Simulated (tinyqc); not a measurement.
Comparisons within one model: shallow acceptor in the spherical four-band model. A value that a table varies takes the place of the one given here.

The ground state 1S3/2 has an L = 0 part f(r) and an L = 2 part g(r). In units of Ry* and a*, with Gaussians f_i = exp(-a_i r^2), g_i = r^2 exp(-a_i r^2), A = a_i + a_j and I(n) = Gamma((n + 1)/2)/(2 A^((n + 1)/2)): S_ff = I(2), S_gg = I(6), H_ff = (6 a_i a_j/A) I(2) - 2 I(1), H_gg = (14 a_i a_j/A) I(6) - 2 I(5), H_fg = -mu [15 I(2) - 20 a_j I(4) + 4 a_j^2 I(6)]; each function is then normalised. The split-off band is left out.

Converged values use 22 exponents 2.2^i, i = -7 to 14, for f and for g.

Units Ry* = Ry/(g1 eps^2) and a* = a0 eps g1; mu = (6 g3 + 4 g2)/(5 g1) is the spherical heavy-light coupling and delta = (g3 - g2)/g1 the cubic term, which is left out.

Constants: Ry = 13.60569312 eV; a0 (Bohr radius) = 0.5291772105 angstrom.

Parameters, chosen for this exercise (near those of a shallow acceptor in InP; not measured data):
```
symbol  value                                     unit      meaning
mus     (0.17, 0.26, 0.52, 0.6, 0.74, 0.8, 0.88)            couplings
rc      2.1                                       angstrom  radius of the central cell
Vs      (3, 1, 0, -1, -2, -3, -4)                 eV        central-cell strengths
g1      5.06                                                Luttinger gamma1
g2      1.59                                                gamma2
g3      2.09                                                gamma3
eps     12.4                                                dielectric constant
```

## Strength of the heavy-light coupling

Ry* = 17.4875 meV

Converged values in Ry* and a*; the heavy-mass hydrogen model gives 1/(1 - mu).

Results:
```
mu,binding (Ry*),1/(1 - mu),ratio,L = 2 weight,<r> (a*),binding (meV)
0.17,1.027,1.205,0.852,0.012,1.467,18.0
0.26,1.065,1.351,0.788,0.029,1.423,18.6
0.52,1.332,2.083,0.639,0.119,1.174,23.3
0.60,1.503,2.500,0.601,0.161,1.056,26.3
0.74,2.078,3.846,0.540,0.252,0.789,36.3
0.80,2.580,5.000,0.516,0.298,0.647,45.1
0.88,4.038,8.333,0.485,0.369,0.425,70.6
```

The binding starts as 1 + O(mu^2), 1.027 at mu = 0.17, since the coupling enters in second order, and reaches 4.04 at mu = 0.88. The ratio to the heavy-mass model falls from 0.85 to 0.48, towards about 0.44 as mu goes to 1: the bound hole is only partly heavy. The L = 2 weight grows to 0.37 and the radius shrinks by a factor 3.5.

## Central-cell correction

mu = 0.74704
a* = 33.203 angstrom

A short-range term V exp(-r^2/rc^2) is added (negative: attracts the hole); its elements are V S (A/(A + 1/rc^2))^(3/2) for f and ^(7/2) for g, in the same units.

Results:
```
V (eV),1S binding (meV),2S binding (meV),<r> (angstrom),L = 2 weight
3.0,31.2,10.14,30.5,0.249
1.0,34.2,10.60,27.8,0.253
0.0,37.2,10.99,25.7,0.257
-1.0,42.3,11.61,22.7,0.261
-2.0,52.5,12.63,18.7,0.268
-3.0,74.9,14.23,13.9,0.274
-4.0,122.7,16.27,9.7,0.277
```

From V = 0 to -4 eV the 1S binding grows by 85.5 meV (230 %) and the 2S binding by 5.28 meV, so the chemical shift sits mainly in the ground state. A repulsion of 3 eV removes 6.0 meV. The slope is 47.79 meV per eV over the last step against 2.00 on the repulsive side, since attraction pulls the state into the cell: the route from a shallow to a deep level.

## What each parameter does

Converged values. Each row changes one parameter from the base and keeps the others.

Results:
```
case,mu,Ry* (meV),binding (meV),<r> (angstrom)
base,0.747,17.49,37.16,25.7
g1 = 5.46,0.692,16.21,29.51,31.9
g2 = 1.35,0.709,17.49,33.26,28.4
g3 = 1.92,0.707,17.49,33.05,28.6
eps = 13.4,0.747,14.97,31.82,27.7
```

The largest shifts from the base row, up to three for each result and ties (the steps differ in size, so this ranks the rows, not the parameters). mu: g1 -0.055, g3 -0.040, g2 -0.038; unchanged at the printed digits by eps. Ry* (meV): eps -2.51, g1 -1.28; unchanged at the printed digits by g2 and g3. binding (meV): g1 -7.64, eps -5.34, g3 -4.11. <r> (angstrom): g1 +6.2, g3 +2.9, g2 +2.7. g1 acts twice: it lowers Ry* and it lowers mu.

tinyqc: `OMP_NUM_THREADS=1 python tinyqc.py 1251856 1251857 out.jsonl`; about 0.05 s, one thread, shared Intel(R) Xeon(R) Processor @ 2.30GHz.
